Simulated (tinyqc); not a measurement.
# MOS inversion layer, Poisson-Schroedinger loop: mixing schemes compared

Electrons confined at an insulator interface at z = 0, treated as a hard wall; parabolic valleys, Hartree approximation, no image or exchange terms. The depletion charge lies far deeper than the electrons and gives a uniform field q Nd/(eps0 eps_r); the gate balances all charge. Energies are counted from the band edge at the interface.

V0 = q Nd z/(eps0 eps_r) in eV.

Tridiagonal Hamiltonian with psi = 0 one step beyond both ends: H_ii = C (1/m_(i-1/2) + 1/m_(i+1/2))/hz^2 + V0_i + U_i, H_(i,i+1) = -C/(m_(i+1/2) hz^2), C = hbar^2/(2 m0). The lowest 2 level(s) are kept, normalised to hz sum |psi|^2 = 1. The mass is the same on all intervals.

Level k holds N_k = D_k Vt ln(1 + exp((EF - E_k)/Vt)) with D = 6 md1 m0 q/(pi hbar^2) per eV (spin included); EF is fixed by sum N_k = Ns.

n_i = sum_k N_k |psi_k|^2 (converted to cm^-3). Hartree part by Gauss: on the interval before node i the electrons still beyond are S_i = Ns - hz sum_(j<i) n_j, and U_i = U_(i-1) + q S_i hz/(eps0 eps_r) in eV, U_0 = 0 at the interface. Mixing: U(new) = U + a (U(out) - U).

Rounds from U = 0 until the largest |U(out) - U| is below 1e-7 eV (the round that meets it is counted). Anderson mixing of depth m keeps the last m inputs V and residuals F = V(out) - V(in), fits c by least squares to F = dF c over their successive differences dF, dV, and sets V(new) = V + a F - (dV + a dF) c.

Inputs (values chosen for the exercise); masses and permittivity close to those of silicon (111):
- T = 77 K (temperature)
- eps_r = 11.9 (relative permittivity)
- mz1 = 0.263 m0 (mass along z of valley set A (6 valley(s)))
- md1 = 0.354 m0 (in-plane density-of-states mass of set A)
- Ns = 3.1e11 cm^-2 (sheet density of electrons)
- Nd = 1e11 cm^-2 (sheet density of depletion charge)
- hz = 1.6 nm (mesh step)

Constants: q = 1.602176634e-19 C, kB = 1.380649e-23 J/K, hbar = 1.054571817e-34 J s, m0 = 9.1093837015e-31 kg, Vt = kB T/q, eps0 = 8.8541878128e-14 F/cm where lengths are in cm, hbar^2/(2 m0) = 0.0380998212 eV nm^2. Results are converted to the units shown.

| node | z (nm) |
|---|---|
| 1 | 1.6 |
| 2 | 3.2 |
| 3 | 4.8 |
| 4 | 6.4 |
| 5 | 8 |
| 6 | 9.6 |
| 7 | 11.2 |
| 8 | 12.8 |
| 9 | 14.4 |
| 10 | 16 |
| 11 | 17.6 |
| 12 | 19.2 |
| 13 | 20.8 |
| 14 | 22.4 |
| 15 | 24 |
| 16 | 25.6 |
| 17 | 27.2 |
| 18 | 28.8 |

Rounds needed:

| a | depth m | rounds |
|---|---|---|
| 1 | plain | 18 |
| 0.8 | plain | 9 |
| 0.6 | plain | 14 |
| 0.4 | plain | 25 |
| 0.2 | plain | 54 |
| 0.1 | plain | 113 |
| 0.5 | 2 | 10 |
| 0.5 | 4 | 8 |
| 0.5 | 8 | 9 |

Among the plain runs a = 0.8 is fastest, with 9 rounds; larger factors overshoot and smaller ones creep. Anderson mixing needs 8 to 10 rounds.

Computed by the program tinyqc: `OMP_NUM_THREADS=1 python tinyqc.py 2160109 2160110 out.jsonl`, one thread of a shared Intel Xeon 2.30GHz, about 0.6 s for the whole run.
